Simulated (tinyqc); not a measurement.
Quantum against classical capture: non-radiative capture by multiphonon emission, one effective mode. Computed by tinyqc, a small Python program. Command: `OMP_NUM_THREADS=1 python tinyqc.py 3021860 3021861 out.jsonl capture walk`. One thread of a shared host (Intel(R) Xeon(R) Processor @ 2.30GHz), about 0.01 s of CPU time with the checks.

The initial state (free carrier plus empty centre) lies dE above the final state; both have the same frequency and are displaced by dQ.

Inputs (values chosen for the exercise, with mass, screening and phonons like those of CdS): energy released dE = 0.462 eV; phonon energy hbar omega = 32.7 meV; Huang-Rhys factor S = 8.96; electron-phonon coupling W = 0.029 eV/(u^(1/2) angstrom); cell volume V = 2190 angstrom^3; degeneracy g = 2; broadening b = 21 meV; carrier mass m = 0.832 m_0; dielectric constant eps = 8.75; temperature T = 77 K.

Centre: repulsive.

Constants: hbar^2/u = 4.18015928e-03 eV angstrom^2; k_B = 8.617333262e-05 eV/K; hbar = 6.582119569e-16 eV s; Ry = 13.605693123 eV.

Method:
- dQ = sqrt(2 S (hbar^2/u)/hbar omega); relaxation energy lambda = S hbar omega; phonons needed P = dE/hbar omega; classical barrier E_b = (dE - lambda)^2/(4 lambda); occupation n = 1/(exp(hbar omega/k_B T) - 1).
- M_p = sum_m w_m <m_i|Q|(m + p)_f>^2 with Q counted from the final minimum and Boltzmann weights w_m for m = 0..24; <m_i|Q|k_f> = sqrt((hbar^2/u)/(2 hbar omega)) [sqrt(k) <m|k-1> + sqrt(k+1) <m|k+1>], with overlaps of oscillators displaced by d = sqrt(2 S) summed on 1500 points from -16 to 16 + d.
- The delta function is a Gaussian of standard deviation b at dE - p hbar omega.
- C_0 = V (2 pi/hbar) g W^2 sum_p M_p Gaussian_p. Here the sum runs over all p.
- Classical (Marcus) form: replace the sum by Q_c^2 exp(-E_b/k_B T)/sqrt(4 pi lambda k_B T), Q_c = dQ (dE + lambda)/(2 lambda).
- Sommerfeld factor of a repulsive centre: s(k) = 2 pi nu/(exp(2 pi nu) - 1), nu = sqrt(Ry*/E), Ry* = Ry m/eps^2, averaged over (2/sqrt(pi)) sqrt(x) exp(-x) dx with x = E/k_B T = t^2 (trapezoid, t to 6 in steps of 0.01).
- The last column is -k_B d ln C_0/d(1/T) from this row and the one above.

dQ = 1.51353 u^(1/2) angstrom

lambda = 0.292992 eV

classical barrier E_b = 0.0243724 eV

Against temperature:
```
T (K)  C_0, quantum (cm^3/s)  C_0, classical (cm^3/s)  Sommerfeld factor  activation energy (eV)
30                1.2394e-07               1.1028e-10         5.4772e-09                       -
57                1.2416e-07               6.9596e-09         4.2497e-07              9.9268e-06
95                1.2718e-07               3.9232e-08         6.9695e-06              2.9468e-04
150               1.3787e-07               9.3012e-08         5.6008e-05              1.8020e-03
230               1.5638e-07               1.4473e-07         2.9020e-04              4.6814e-03
340               1.7452e-07               1.7720e-07         1.0446e-03              6.7249e-03
530               1.8572e-07               1.9123e-07         3.5756e-03              5.0836e-03
830               1.8171e-07               1.8532e-07         1.0064e-02             -2.7565e-03
```

What does the comparison show, and why?

At 30.0 K the quantum value is 1100 times the classical one: C_0 comes from tunnelling out of the lowest level and hardly depends on T. At 830 K the ratio is 0.98. The largest apparent activation energy is 0.007 eV against the classical barrier of 0.024 eV; a barrier below one phonon energy gives no activated range. The measured coefficient is C = s C_0, and s changes by a factor 1.8e6 over these rows, so C changes by 2.7e6 where C_0 changes by 1.5.

Extremes, crossings and ranges named in words are read from the listed rows.
